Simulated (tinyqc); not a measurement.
## LED efficiency against current

ABC model of an LED: J = q da (A n + Ba n^2 + Ca n^3), IQE = Ba n^2/(A n + Ba n^2 + Ca n^3), differential lifetime 1/(A + 2 Ba n + 3 Ca n^2).

Values chosen for this exercise: defect coefficient of the active layer A = 1.2e7 1/s; radiative coefficient of the active layer Ba = 2.8e-10 cm^3/s; Auger coefficient of the active layer Ca = 3.3e-29 cm^6/s; thickness of the active layer da = 80 nm.

Constants: q = 1.602176634e-19 C. Results are converted to the units shown.

Result of one run:
```
J (A/cm^2),n (cm^-3),IQE (%),defect share (%),Auger share (%),differential lifetime (ns)
600,1.192e18,85.00,3.056,11.94,1.219
```

What becomes of these results when the current density J is changed from 600 to 0.5 A/cm^2, all else the same?

Result of the changed run:
```
J (A/cm^2),n (cm^-3),IQE (%),defect share (%),Auger share (%),differential lifetime (ns)
0.5,2.160e16,33.48,66.44,0.08522,41.42
```

The whole series:
```
J (A/cm^2),n (cm^-3),IQE (%),defect share (%),Auger share (%),differential lifetime (ns)
0.5,2.160e16,33.48,66.44,0.08522,41.42
2,5.610e16,56.48,43.15,0.3735,22.87
9,1.374e17,75.30,23.48,1.219,11.01
40,3.079e17,85.07,11.84,3.087,5.159
100,4.933e17,87.33,7.587,5.078,3.202
600,1.192e18,85.00,3.056,11.94,1.219
3000,2.522e18,76.09,1.293,22.62,0.4869
10000,4.288e18,65.99,0.6595,33.35,0.2362
40000,7.646e18,52.45,0.2940,47.26,0.09920
```

The IQE goes from 33.5 through a maximum of 87.3 (at J = 100 A/cm^2 among the rows listed) to 52.4 %. The exact peak, Q/(Q + 2) = 87.6 % with Q = Ba/sqrt(A Ca) = 14.1, lies at n = sqrt(A/Ca) = 6.03e17 cm^-3, J = 149 A/cm^2, where the defect and Auger shares are equal. n goes as J^(0.69) at the low end and J^(0.42) at the high end.

Computed by the program tinyqc: `OMP_NUM_THREADS=1 python tinyqc.py 2300002 2300003 out.jsonl`, one thread of a shared Intel Xeon 2.30GHz, about 0.01 s for the whole run.
